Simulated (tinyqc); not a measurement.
Comparisons within one model: static screening by free carriers. A value that a table varies takes the place of the one given here.

kF = (3 pi^2 n/Mv)^(1/3), EF = c kF^2/m with c = hbar^2/2m0, n in 1/angstrom^3 (1e-24 per 1/cm^3), e2 = e^2/(4 pi eps0). Thomas-Fermi: qTF^2 = 6 pi e2 n/(eps EF). Debye: qD^2 = 4 pi e2 n/(eps kB T).

F_j(eta) = (1/Gamma(j + 1)) integral_0^infinity x^j dx/(1 + exp(x - eta)), which tends to exp(eta) for eta << 0.

At finite T: qs^2 = qD^2 F_-1/2(eta)/F_1/2(eta), where n = Mv N F_1/2(eta) and N = 2 (m kB T/(4 pi c))^(3/2) with c = hbar^2/2m0, in 1/angstrom^3; times 1e24 for 1/cm^3.

Donor in the screened potential -(e2/eps) exp(-qs r)/r with the trial function exp(-r/a): E(a) = c/(m a^2) - (e2/eps) 4/(a (2 + qs a)^2), e2 = e^2/(4 pi eps0), c = hbar^2/2m0; isotropic mass.

Constants: hbar^2/2m0 = 3.80998211 eV angstrom^2; e^2/(4 pi eps0) = 14.39964547 eV angstrom; kB = 8.617333262e-05 eV/K; a0 (Bohr radius) = 0.5291772105 angstrom.

Inputs chosen for the exercise (near those of SiC; not measured data):
```
symbol  value    unit    meaning
m       0.3882   m0      mass of one isotropic valley
Mv      3                valleys
eps     9.69             background dielectric constant
T       400      K
n       1.3e+19  1/cm^3  carrier density
```

## Screening unbinds the donor

All carriers n are taken as free and screen with qs(T); E(a) is minimised over a; a dash marks no bound state. aB = a0 eps/m.

Donor level:
```
n (1/cm^3)  n^(1/3) aB  qs aB  E (meV)   a/aB
3.0e+15          0.019  0.017   -54.38  1.000
3.0e+16          0.041  0.053   -50.49  1.002
1.0e+17          0.061  0.097   -46.07  1.006
4.0e+17          0.097  0.194   -37.27  1.024
1.0e+18          0.132  0.306   -28.55  1.055
3.0e+18          0.191  0.523   -15.30  1.159
8.0e+18          0.264  0.829    -3.52  1.478
2.0e+19          0.359  1.231        -      -
```

aB = 13.2 angstrom

The level rises from -54.38 meV at the lowest density to -3.52 meV at 8e+18 1/cm^3, against -56.25 meV unscreened. The trial function finds no bound state from 2e+19 1/cm^3 on, where qs aB = 1.23 and n^(1/3) aB = 0.36. This trial function loses binding at qs aB = 1 and the exact Yukawa problem at 1.19; the Mott rule of thumb is n^(1/3) aB = 0.26, which the last bound row of this table passes: the rule belongs to low temperature, and thermal carriers screen more weakly.

## From Debye to Thomas-Fermi

Screening lengths (angstrom):
```
n (1/cm^3)    eta   Debye  Thomas-Fermi  finite T
8.0e+16     -5.86   151.9         19.34     152.0
6.0e+17     -3.84   55.47         13.83     55.67
3.0e+18     -2.20   24.80         10.57     25.27
1.0e+19     -0.91   13.59         8.650     14.41
4.0e+19      0.85   6.793         6.866     8.280
1.0e+20      2.48   4.296         5.893     6.304
6.0e+20      9.23   1.754         4.372     4.394
2.0e+21     20.76  0.9607         3.577     3.581
```

Debye is within 5 % of the finite-T length up to 3e+18 1/cm^3 of the densities listed and Thomas-Fermi from 6e+20 on. The length goes as n^-0.50 at the low end and n^-0.17 at the high end, against the limits -1/2 and -1/6. Both limits give too short a length.

## What sets the screening length

All results formed anew. Each row changes one parameter from the base and keeps the others.

Results:
```
case                Debye (angstrom)  Thomas-Fermi (angstrom)  finite T (angstrom)
base                           11.92                    8.280                12.84
n = 2.6e+19 1/cm^3             8.426                    7.377                9.680
m = 0.5047 m0                  11.92                    7.262                12.55
eps = 11.628                   13.05                    9.071                14.07
T = 460 K                      12.78                    8.280                13.59
Mv = 4                         11.92                    7.523                12.62
```

The largest shifts from the base row, up to three for each result and ties (the steps differ in size, so this ranks the rows, not the parameters). Debye (angstrom): n -3.49, eps +1.14, T +0.862; unchanged at the printed digits by m and Mv. Thomas-Fermi (angstrom): m -1.02, n -0.903, eps +0.790; unchanged at the printed digits by T. finite T (angstrom): n -3.16, eps +1.23, T +0.749.

Run: tinyqc, `OMP_NUM_THREADS=1 python tinyqc.py 1681590 1681591 out.jsonl`; Intel(R) Xeon(R) Processor @ 2.30GHz, one thread, shared host; about 0.01 s of CPU time with all checks.
